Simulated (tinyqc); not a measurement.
From results back to parameters: shallow acceptor in the spherical four-band model. Four cases, with inputs chosen for the exercise.

Problem. The binding energy of the ground state was computed from a hidden mu.

The ground state 1S3/2 has an L = 0 part f(r) and an L = 2 part g(r). In units of Ry* and a*, with Gaussians f_i = exp(-a_i r^2), g_i = r^2 exp(-a_i r^2), A = a_i + a_j and I(n) = Gamma((n + 1)/2)/(2 A^((n + 1)/2)): S_ff = I(2), S_gg = I(6), H_ff = (6 a_i a_j/A) I(2) - 2 I(1), H_gg = (14 a_i a_j/A) I(6) - 2 I(5), H_fg = -mu [15 I(2) - 20 a_j I(4) + 4 a_j^2 I(6)]; each function is then normalised. The split-off band is left out.

Converged values use 22 exponents 2.2^i, i = -7 to 14, for f and for g.

Case 1.

Ry* = 20.721 meV
binding energy = 25.652 meV

Case 2.

Ry* = 16.903 meV
binding energy = 36.200 meV

Case 3.

Ry* = 4.310 meV
binding energy = 12.371 meV

Case 4.

Ry* = 23.569 meV
binding energy = 29.524 meV

Find: binding in Ry*; mu; heavy/light mass ratio (1 + mu)/(1 - mu).

Solution. The binding in Ry* rises steadily with mu, so bisection finds one value.

Case 1.

binding in Ry* = 1.238
mu = 0.458
heavy/light mass ratio (1 + mu)/(1 - mu) = 2.7

Case 2.

binding in Ry* = 2.142
mu = 0.750
heavy/light mass ratio (1 + mu)/(1 - mu) = 7.0

Case 3.

binding in Ry* = 2.870
mu = 0.823
heavy/light mass ratio (1 + mu)/(1 - mu) = 10.3

Case 4.

binding in Ry* = 1.253
mu = 0.469
heavy/light mass ratio (1 + mu)/(1 - mu) = 2.8

Computed by tinyqc, one run a case: `OMP_NUM_THREADS=1 python tinyqc.py N N+1 out.jsonl` with N = 1281873, 1281894, 1281940, 1282001; one thread of a shared Intel(R) Xeon(R) Processor @ 2.30GHz, about 0.08 s a run at most.
